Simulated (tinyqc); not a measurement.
Inside a calculation: six-band hole subbands of a thin body in a field. Values are carried at full precision from step to step, so a last printed digit may differ when a step is redone from the rounded ones.

Constants: hbar^2/2m0 = 3.80998211 eV angstrom^2.

Parameters, chosen for this exercise (near those of a p-type Si channel; not measured data): S = (7.79, -2.16, 12.7) 1/TPa (compliances s11, s12, s44); sx = -2 GPa (stress along the channel [1-10], negative in compression); b = -2.12 eV (tetragonal potential); d = -4.8 eV (trigonal potential); g1 = 4.29 (Luttinger gamma1); g2 = 0.34 (gamma2); g3 = 1.44 (gamma3); face = 111 (surface); Dso = 0.043 eV (spin-orbit splitting); t = 70 angstrom (body thickness); F = 0.8 MV/cm (field across the body); kmax = 0.06 1/angstrom (end of the path).

## Strain and its block

exx = eyy = (s11 + s12) sx/2, ezz = s12 sx, exy = -s44 sx/4 (1 GPa/TPa = 1e-3). With e0 the traceless part, B_XX = 2b e0xx - b (e0yy + e0zz) and B_XY = sqrt(3) d exy.

strain:
```
           x          y         z
x  -0.005630   0.006350         0
y   0.006350  -0.005630         0
z          0          0  0.004320
```

B (eV):
```
          X         Y         Z
X   0.02109  -0.05279         0
Y  -0.05279   0.02109         0
Z         0         0  -0.04219
```

## Confinement masses without spin-orbit coupling

C(n n^T)/c has C_XX = (g1 + 4 g2) nx^2 + (g1 - 2 g2)(ny^2 + nz^2) and C_XY = 6 g3 nx ny, n the unit normal; its eigenvalues are the inverse masses along n.

C(n n^T)/c:
```
        X       Y       Z
X  4.2900  2.8800  2.8800
Y  2.8800  4.2900  2.8800
Z  2.8800  2.8800  4.2900
```

masses (m0): 0.7092  0.7092  0.0995

## The matrix for one sine at q = 0

Basis X, Y, Z times spin, hole energies counted downwards from the unstrained edge (the hydrostatic shift is left out), c = hbar^2/2m0. For a symmetric tensor T let C(T) have C_XX = L Txx + M (Tyy + Tzz), C_XY = N Txy (cyclic), L = c (g1 + 4 g2), M = c (g1 - 2 g2), N = 6 c g3. k = q + kz n, n the unit normal, q = k1 u + k2 v with u along the channel [1-10] and v = n x u. H = C(k k^T) + (Dso/3)(1 - L.sigma) - B + e F z with (L_k)_ij = -i epsilon_kij; B is the block C built from the traceless strain with 2b, -b and sqrt(3) d in place of L, M, N. Strain: exx = eyy = (s11 + s12) sx/2, ezz = s12 sx, exy = -s44 sx/4. Hard walls at z = 0 and t; basis sin(j pi z/t), j = 1 to Nz: kz^2 = (j pi/t)^2, kz = -i D with D_jl = 4 j l/(t (j^2 - l^2)), z_jj = t/2 and z_jl = -8 t j l/(pi (j^2 - l^2))^2 for j + l odd; 1 MV/cm = 0.01 eV/angstrom.

Nz = 1, in meV.

H (meV):
```
              X+            Y+      Z+            X-            Y-      Z-
X+        306.16  74.89+14.33i   22.10             0             0  -14.33
Y+  74.89-14.33i        306.16   22.10             0             0  14.33i
Z+         22.10         22.10  369.44         14.33       -14.33i       0
X-             0             0   14.33        306.16  74.89-14.33i   22.10
Y-             0             0  14.33i  74.89+14.33i        306.16   22.10
Z-        -14.33       -14.33i       0         22.10         22.10  369.44
```

## Its levels

Diagonalise; the levels come in pairs. Give each pair and its weights on X, Y, Z, summed over spin and averaged over the pair.

levels (meV): 228.59  341.43  411.74

weights:
```
   pair 1  pair 2  pair 3
X   0.495   0.212   0.293
Y   0.495   0.212   0.293
Z   0.010   0.576   0.414
```

## More sines

The four lowest pairs at q = 0.

Hole energies (meV):

| Nz | pair 1 | pair 2 | pair 3 | pair 4 |
|---|---|---|---|---|
| 1 | 228.59 | 341.43 | 411.74 | - |
| 2 | 142.89 | 257.42 | 346.72 | 372.05 |
| 4 | 104.98 | 220.19 | 237.42 | 348.94 |
| 8 | 102.01 | 217.26 | 224.61 | 324.99 |
| 16 | 101.99 | 217.24 | 224.58 | 324.93 |

One sine is 126.59 meV off in the top subband, since the field mixes the sines. The second pair lies 115.3 meV deeper.

## Dispersion of the top subband

Nz = 14; the two lowest levels (spin-split where the field breaks inversion), in meV from their value at q = 0.

Energies (meV):

| \|q\| (1/angstrom) | u a | u b | v a | v b |
|---|---|---|---|---|
| 0.015 | 5.93 | 6.72 | 0.75 | 0.84 |
| 0.030 | 24.17 | 25.79 | 3.05 | 3.20 |
| 0.045 | 53.47 | 55.93 | 6.79 | 6.96 |
| 0.060 | 90.80 | 93.79 | 11.89 | 12.05 |

From the mean of each pair in the first row, c q^2/E gives 0.14 m0 along u and 1.08 m0 along v. The largest distance between a and b in the table is 2.99 meV.

## Checks

- Top level at q = 0 on (001) without field and stress against c (g1 - 2 g2)(pi/t)^2, eV: both 0.02770.
- Hermiticity, and E(q) against E(-q): they agree to 1e-10 or better.

Computed by tinyqc, a small Python program: `OMP_NUM_THREADS=1 python tinyqc.py 1280013 1280014 out.jsonl` (the numbers bound the seed that draws the inputs); one thread of a shared host (Intel(R) Xeon(R) Processor @ 2.30GHz), about 0.3 s for the whole set of steps.
